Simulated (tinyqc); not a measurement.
# Bandgap voltage reference from two bipolar transistors: output against temperature

Two transistors of area 1 and N carry the same current I. Is(T) = Is (T/T0)^eta exp[(Vg0 q/kB)(1/T0 - 1/T)], VBE1 = Vt ln(I/Is(T)) + I rb, VBE2 = Vt ln(I/(N Is(T))) + I rb/N. The amplifier forces I R1(T) = VBE1 - VBE2 + Vos, with R(T) = R (1 + tc (T - T0)) for both resistors, and the output is Vref = VBE1 + I R2(T). Base currents and the Early effect are neglected.

Vt = kB T/q; I = (Vt ln N + Vos)/(R1(T) - rb (1 - 1/N)).

Inputs (values chosen for the exercise); values of the order met in silicon bipolar transistors:
- T0 = 300 K (reference temperature)
- Vg0 = 1.169 V (band-gap voltage extrapolated to 0 K)
- eta = 3.2 (temperature exponent of the saturation current)
- Is = 4.3e-17 A (saturation current of the unit transistor at T0)
- N = 4 (area ratio of the second transistor)
- R1 = 14 kohm (resistor across which the difference of VBE falls, at T0)
- tc = 0 ppm/K (temperature coefficient of both resistors)
- Vos = 0 mV (offset of the amplifier)
- rb = 110 ohm (series resistance of the unit transistor)
- R2 = 233.6 kohm (output resistor at T0)

Constants: q = 1.602176634e-19 C, kB = 1.380649e-23 J/K. Results are converted to the units shown.

Result of one run:
```
I (uA),VBE1 (V),I R2 (V),Vref (V),Vref - Vref(T0) (mV),dVref/dT (uV/K)
2.558,0.6457,0.5975,1.243,-0.1178,59.53
```

Which temperature T gave this result: 233, 298, 323, 348 or 373 K?

T = 298 K.

The whole series:
```
T (K),I (uA),VBE1 (V),I R2 (V),Vref (V),Vref - Vref(T0) (mV),dVref/dT (uV/K)
218,1.871,0.7991,0.4371,1.236,-7.128,118.8
233,2.000,0.7707,0.4672,1.238,-5.441,106.2
253,2.172,0.7326,0.5073,1.240,-3.476,90.57
273,2.343,0.6941,0.5474,1.242,-1.811,76.15
298,2.558,0.6457,0.5975,1.243,-0.1178,59.53
323,2.772,0.5969,0.6477,1.245,1.177,44.26
348,2.987,0.5477,0.6978,1.245,2.105,30.13
373,3.202,0.4981,0.7479,1.246,2.692,16.98
398,3.416,0.4483,0.7980,1.246,2.961,4.677
423,3.631,0.3981,0.8482,1.246,2.932,-6.873
```

VBE1 falls by 1.96 mV/K on average and I R2 rises by 2.01 mV/K. The slope of Vref vanishes at T = 408 K. Between 233 and 398 K Vref spans 8.40 mV, or 41.0 ppm/K by the box method (span over the average over T, over 165 K).

Program tinyqc, `OMP_NUM_THREADS=1 python tinyqc.py 2062084 2062085 out.jsonl`; Intel Xeon 2.30GHz, shared host, one thread, about 0.01 s.
